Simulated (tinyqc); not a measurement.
RKS/PBE0 in the 6-31g basis, for H2, spin multiplicity 1, step by step. Computed by tinyqc, a small Python program that keeps every step (integrals from PySCF). Settings: charge = 0, multiplicity = 1, basis = 6-31g, energy threshold = 1e-10, iteration cap = 61, orthogonalisation = symmetric, start = Wolfsberg-Helmholz matrix, DIIS depth = 0, damping = 0.3, method = RKS, functional = pbe0, grid = [20, 50]. Command: `OMP_NUM_THREADS=1 python tinyqc.py 27122 27123 out.jsonl` (the two numbers bound the seeds that draw the settings). One thread of a shared host (Intel(R) Xeon(R) Processor @ 2.60GHz), about 0.3 s of CPU time with the checks. Later iterations appear only in the table of the cycle.

## One-electron integrals

Geometry (angstrom):

| atom | x | y | z |
|---|---|---|---|
| H | 0.000000 | 0.000000 | 0.000000 |
| H | 0.000000 | 0.000000 | 1.190000 |

Basis 6-31g: exponents (1/bohr^2) and contraction coefficients of normalised primitives:

| element | l (shell) | exponent | coefficient |
|---|---|---|---|
| H | s (1) | 18.731137 | 0.033495 |
| H | s (1) | 2.825394 | 0.234727 |
| H | s (1) | 0.640122 | 0.813757 |
| H | s (2) | 0.161278 | 1.000000 |

Overlap, kinetic and nuclear-attraction integrals over the contracted functions; the nuclear repulsion is the sum of Za Zb / Rab.

nuclear repulsion = 0.44468673 hartree

overlap S, lower triangle:
```
          1H 1s     1H 2s     2H 1s     2H 2s
1H 1s  1.000000
1H 2s  0.658292  1.000000
2H 1s  0.150449  0.338753  1.000000
2H 2s  0.338753  0.665119  0.658292  1.000000
```

kinetic energy T (hartree), lower triangle:
```
           1H 1s     1H 2s     2H 1s     2H 2s
1H 1s   1.395678
1H 2s   0.259735  0.241917
2H 1s  -0.033864  0.074183  1.395678
2H 2s   0.074183  0.117160  0.259735  0.241917
```

nuclear attraction V (hartree), lower triangle:
```
           1H 1s      1H 2s      2H 1s      2H 2s
1H 1s  -2.097823
1H 2s  -1.033898  -1.054015
2H 1s  -0.262167  -0.542502  -2.097823
2H 2s  -0.542502  -0.749508  -1.033898  -1.054015
```

core Hamiltonian H = T + V (hartree), lower triangle:
```
           1H 1s      1H 2s      2H 1s      2H 2s
1H 1s  -0.702145
1H 2s  -0.774163  -0.812098
2H 1s  -0.296031  -0.468319  -0.702145
2H 2s  -0.468319  -0.632348  -0.774163  -0.812098
```

## Two-electron integrals

Functions are numbered as in S; the eight-fold symmetry (ij|kl) = (ji|kl) = (kl|ij) leaves the list below.

Two-electron integrals (ij|kl) in chemists' order, unique and non-zero (hartree):
```
(11|11) 1.076566   (21|11) 0.578470   (21|21) 0.329423   (22|11) 0.587396
(22|21) 0.361304   (22|22) 0.453150   (31|11) 0.112706   (31|21) 0.066900
(31|22) 0.077940   (31|31) 0.020693   (32|11) 0.174997   (32|21) 0.110807
(32|22) 0.146107   (32|31) 0.038318   (32|32) 0.086203   (33|11) 0.442184
(33|21) 0.287440   (33|22) 0.400935   (33|31) 0.112706   (33|32) 0.286558
(33|33) 1.076566   (41|11) 0.286558   (41|21) 0.164620   (41|22) 0.183074
(41|31) 0.038318   (41|32) 0.065486   (41|33) 0.174997   (41|41) 0.086203
(42|11) 0.350187   (42|21) 0.218271   (42|22) 0.282109   (42|31) 0.057452
(42|32) 0.118550   (42|33) 0.350187   (42|41) 0.118550   (42|42) 0.200466
(43|11) 0.287440   (43|21) 0.185576   (43|22) 0.256857   (43|31) 0.066900
(43|32) 0.164620   (43|33) 0.578470   (43|41) 0.110807   (43|42) 0.218271
(43|43) 0.329423   (44|11) 0.400935   (44|21) 0.256857   (44|22) 0.355063
(44|31) 0.077940   (44|32) 0.183074   (44|33) 0.587396   (44|41) 0.146107
(44|42) 0.282109   (44|43) 0.361304   (44|44) 0.453150
```

## Orthogonalisation

S = U s U^T; symmetric (Loewdin) form X = U s^(-1/2) U^T, so that X^T S X = 1.

eigenvalues of S: 0.181940  0.378065  1.002493  2.437502

X, lower triangle:
```
           1H 1s      1H 2s      2H 1s     2H 2s
1H 1s   1.253097
1H 2s  -0.500656   1.551928
2H 1s   0.003525   0.023373   1.253097
2H 2s   0.023373  -0.541678  -0.500656  1.551928
```

## Starting guess

The start is the generalised Wolfsberg-Helmholz matrix (K = 1.75) built on H; D = 2 C_occ C_occ^T.

D at the start, lower triangle:
```
          1H 1s     1H 2s     2H 1s     2H 2s
1H 1s  0.088172
1H 2s  0.171633  0.334097
2H 1s  0.088172  0.171633  0.088172
2H 2s  0.171633  0.334097  0.171633  0.334097
```

## Iteration 1: exchange-correlation on the grid

Becke grid with 20 radial and 50 angular points per atom, points of zero weight dropped. rho = sum D_ij phi_i phi_j; V_xc,ij = sum w v_xc phi_i phi_j plus the gradient terms; v_xc is d(rho eps)/d rho at fixed gradient. Exact exchange is left to K.

The 8 grid points with the largest w rho, of 1988 (bohr, atomic units):

| x | y | z | w | rho | \|grad rho\|^2 | eps_xc | v_xc |
|---|---|---|---|---|---|---|---|
| 0.000000 | 0.869890 | 0.869890 | 0.110672 | 0.048950 | 0.003188 | -0.249215 | -0.323467 |
| -0.869890 | 0.000000 | 0.869890 | 0.110672 | 0.048950 | 0.003188 | -0.249215 | -0.323467 |
| 0.869890 | 0.000000 | 0.869890 | 0.110672 | 0.048950 | 0.003188 | -0.249215 | -0.323467 |
| 0.000000 | -0.869890 | 0.869890 | 0.110672 | 0.048950 | 0.003188 | -0.249215 | -0.323467 |
| 0.869890 | 0.000000 | 1.378884 | 0.110672 | 0.048950 | 0.003188 | -0.249215 | -0.323467 |
| 0.000000 | -0.869890 | 1.378884 | 0.110672 | 0.048950 | 0.003188 | -0.249215 | -0.323467 |
| 0.000000 | 0.869890 | 1.378884 | 0.110672 | 0.048950 | 0.003188 | -0.249215 | -0.323467 |
| -0.869890 | 0.000000 | 1.378884 | 0.110672 | 0.048950 | 0.003188 | -0.249215 | -0.323467 |

electrons on the grid, sum of w rho = 1.999982

E_xc = sum of w rho eps_xc = -0.41592221 hartree

V_xc (hartree), lower triangle:
```
           1H 1s      1H 2s      2H 1s      2H 2s
1H 1s  -0.354335
1H 2s  -0.201385  -0.219721
2H 1s  -0.052073  -0.107350  -0.354335
2H 2s  -0.107350  -0.157930  -0.201385  -0.219721
```

## Iteration 1: building the Kohn-Sham matrix

J_ij = sum D_kl (ij|kl), K_ij = sum D_kl (ik|jl); F = H + J - 0.125 K + V_xc; E = tr D H + tr D J / 2 - 0.0625 tr D K + E_xc + E_nn.

Coulomb J (hartree), lower triangle:
```
          1H 1s     1H 2s     2H 1s     2H 2s
1H 1s  1.173651
1H 2s  0.711846  0.884603
2H 1s  0.186227  0.383261  1.173651
2H 2s  0.383261  0.625577  0.711846  0.884603
```

exchange K (hartree), lower triangle:
```
          1H 1s     1H 2s     2H 1s     2H 2s
1H 1s  0.698533
1H 2s  0.669328  0.752858
2H 1s  0.413464  0.553122  0.698533
2H 2s  0.553122  0.691903  0.669328  0.752858
```

Kohn-Sham matrix F (hartree), lower triangle:
```
           1H 1s      1H 2s      2H 1s      2H 2s
1H 1s   0.029855
1H 2s  -0.347368  -0.241324
2H 1s  -0.213560  -0.261549   0.029855
2H 2s  -0.261549  -0.251189  -0.347368  -0.241324
```

total energy of this density = -1.09011513 hartree

This density is the starting one.

## Iteration 1: diagonalisation and new density

Diagonalise F' = X^T F X, C = X C', fill 1 alpha and 1 beta electrons from the bottom; D = 2 C_occ C_occ^T; the new density keeps 0.3 of the old one (damping). Each column has its largest component positive (the first on a tie).

F' = X^T F X (hartree), lower triangle:
```
           1          2          3         4
1   0.411653
2  -0.491184   0.170545
3  -0.083523  -0.072890   0.411653
4  -0.072890  -0.127845  -0.491184  0.170545
```

orbital energies (hartree): MO1 -0.396433, MO2 -0.032927, MO3 0.767263, MO4 0.826493

coefficients C:
```
            MO1        MO2        MO3        MO4
1H 1s  0.279538   0.258146   0.908464  -0.922702
1H 2s  0.356360   0.930407  -0.705131   1.209645
2H 1s  0.279538  -0.258146   0.908464   0.922702
2H 2s  0.356360  -0.930407  -0.705131  -1.209645
```

D after iteration 1, lower triangle:
```
          1H 1s     1H 2s     2H 1s     2H 2s
1H 1s  0.135850
1H 2s  0.190953  0.278019
2H 1s  0.135850  0.190953  0.135850
2H 2s  0.190953  0.278019  0.190953  0.278019
```

## Iteration 2: exchange-correlation on the grid

As before.

The 8 grid points with the largest w rho, of 1988 (bohr, atomic units):

| x | y | z | w | rho | \|grad rho\|^2 | eps_xc | v_xc |
|---|---|---|---|---|---|---|---|
| 0.000000 | -0.869890 | 1.378884 | 0.110672 | 0.050263 | 0.004171 | -0.251307 | -0.324510 |
| 0.869890 | 0.000000 | 1.378884 | 0.110672 | 0.050263 | 0.004171 | -0.251307 | -0.324510 |
| 0.000000 | 0.869890 | 1.378884 | 0.110672 | 0.050263 | 0.004171 | -0.251307 | -0.324510 |
| -0.869890 | 0.000000 | 1.378884 | 0.110672 | 0.050263 | 0.004171 | -0.251307 | -0.324510 |
| 0.000000 | 0.869890 | 0.869890 | 0.110672 | 0.050263 | 0.004171 | -0.251307 | -0.324510 |
| 0.000000 | -0.869890 | 0.869890 | 0.110672 | 0.050263 | 0.004171 | -0.251307 | -0.324510 |
| -0.869890 | 0.000000 | 0.869890 | 0.110672 | 0.050263 | 0.004171 | -0.251307 | -0.324510 |
| 0.869890 | 0.000000 | 0.869890 | 0.110672 | 0.050263 | 0.004171 | -0.251307 | -0.324510 |

electrons on the grid, sum of w rho = 2.000002

E_xc = sum of w rho eps_xc = -0.43726826 hartree

V_xc (hartree), lower triangle:
```
           1H 1s      1H 2s      2H 1s      2H 2s
1H 1s  -0.367518
1H 2s  -0.205151  -0.217846
2H 1s  -0.053306  -0.109299  -0.367518
2H 2s  -0.109299  -0.156853  -0.205151  -0.217846
```

## Iteration 2: building the Kohn-Sham matrix

As before.

Coulomb J (hartree), lower triangle:
```
          1H 1s     1H 2s     2H 1s     2H 2s
1H 1s  1.213403
1H 2s  0.730906  0.898798
2H 1s  0.191894  0.393668  1.213403
2H 2s  0.393668  0.636353  0.730906  0.898798
```

exchange K (hartree), lower triangle:
```
          1H 1s     1H 2s     2H 1s     2H 2s
1H 1s  0.757314
1H 2s  0.694533  0.747567
2H 1s  0.441708  0.571719  0.757314
2H 2s  0.571719  0.686791  0.694533  0.747567
```

Kohn-Sham matrix F (hartree), lower triangle:
```
           1H 1s      1H 2s      2H 1s      2H 2s
1H 1s   0.049075
1H 2s  -0.335225  -0.224591
2H 1s  -0.212657  -0.255415   0.049075
2H 2s  -0.255415  -0.238697  -0.335225  -0.224591
```

total energy of this density = -1.09943990 hartree

This density is a damped mixture and is not idempotent.

## Iteration 2: diagonalisation and new density

As before.

F' = X^T F X (hartree), lower triangle:
```
           1          2          3         4
1   0.430856
2  -0.490219   0.184154
3  -0.086216  -0.072650   0.430856
4  -0.072650  -0.124669  -0.490219  0.184154
```

orbital energies (hartree): MO1 -0.378583, MO2 -0.017409, MO3 0.782708, MO4 0.843303

coefficients C:
```
            MO1        MO2        MO3        MO4
1H 1s  0.279411   0.251980   0.908503  -0.924405
1H 2s  0.356459   0.938461  -0.705081   1.203407
2H 1s  0.279411  -0.251980   0.908503   0.924405
2H 2s  0.356459  -0.938461  -0.705081  -1.203407
```

D after iteration 2, lower triangle:
```
          1H 1s     1H 2s     2H 1s     2H 2s
1H 1s  0.150054
1H 2s  0.196724  0.261294
2H 1s  0.150054  0.196724  0.150054
2H 2s  0.196724  0.261294  0.196724  0.261294
```

## Iteration 18 (converged): orbitals

converged F (hartree), lower triangle:
```
           1H 1s      1H 2s      2H 1s      2H 2s
1H 1s   0.057681
1H 2s  -0.329948  -0.217458
2H 1s  -0.212237  -0.252745   0.057681
2H 2s  -0.252745  -0.233353  -0.329948  -0.217458
```

Diagonalise F' = X^T F X, C = X C', fill 1 alpha and 1 beta electrons from the bottom; D = 2 C_occ C_occ^T. Each column has its largest component positive (the first on a tie).

F' = X^T F X (hartree), lower triangle:
```
           1          2          3         4
1   0.439566
2  -0.489877   0.189902
3  -0.087363  -0.072522   0.439566
4  -0.072522  -0.123290  -0.489877  0.189902
```

orbital energies (hartree): MO1 -0.370837, MO2 -0.010760, MO3 0.789652, MO4 0.850881

coefficients C:
```
            MO1        MO2        MO3        MO4
1H 1s  0.279155   0.249067   0.908582  -0.925194
1H 2s  0.356658   0.942247  -0.704981   1.200445
2H 1s  0.279155  -0.249067   0.908582   0.925194
2H 2s  0.356658  -0.942247  -0.704981  -1.200445
```

D after iteration 18, lower triangle:
```
          1H 1s     1H 2s     2H 1s     2H 2s
1H 1s  0.155855
1H 2s  0.199126  0.254409
2H 1s  0.155855  0.199126  0.155855
2H 2s  0.199126  0.254409  0.199126  0.254409
```

## Convergence

Stop when the energy changes by less than 1e-10 hartree and every element of the error matrix X^T (F D S - S D F) X is below 3e-06.

Course of the cycle:

| iteration | E (hartree) | change | largest element of the error matrix |
|---|---|---|---|
| 1 | -1.09011513 | - | 8.78e-02 |
| 2 | -1.09943990 | -9.32e-03 | 2.61e-02 |
| 3 | -1.10221734 | -2.78e-03 | 7.62e-03 |
| 4 | -1.10304752 | -8.30e-04 | 2.21e-03 |
| 5 | -1.10329628 | -2.49e-04 | 6.39e-04 |
| 6 | -1.10337088 | -7.46e-05 | 1.85e-04 |
| 7 | -1.10339326 | -2.24e-05 | 5.35e-05 |
| 8 | -1.10339997 | -6.71e-06 | 1.55e-05 |
| 9 | -1.10340199 | -2.01e-06 | 4.47e-06 |
| 10 | -1.10340259 | -6.04e-07 | 1.29e-06 |
| 11 | -1.10340277 | -1.81e-07 | 3.73e-07 |
| 12 | -1.10340283 | -5.44e-08 | 1.08e-07 |
| 13 | -1.10340284 | -1.63e-08 | 3.11e-08 |
| 14 | -1.10340285 | -4.89e-09 | 8.99e-09 |
| 15 | -1.10340285 | -1.47e-09 | 2.59e-09 |
| 16 | -1.10340285 | -4.40e-10 | 7.49e-10 |
| 17 | -1.10340285 | -1.32e-10 | 2.16e-10 |
| 18 | -1.10340285 | -3.96e-11 | 6.23e-11 |

PySCF RKS in the same basis, fine grid = -1.10340059 hartree

Converged in 18 iterations. The coarse grid moves the energy by -2.26e-06 hartree.

## Populations, bond orders and dipole

Mulliken: Z minus the diagonal of D S on the atom; Loewdin: the same with S^(1/2) D S^(1/2); Mayer order: 2 sum_s sum (D(s) S)_ij (D(s) S)_ji over the two atoms.

Charges (e):

| atom | Mulliken | Loewdin |
|---|---|---|
| 1H | 0 | 0 |
| 2H | 0 | 0 |

Mayer bond orders:

| pair | order |
|---|---|
| 2-1 | 1.000000 |

dipole moment about the origin, x y z (debye): 0.000000  0.000000  0.000000
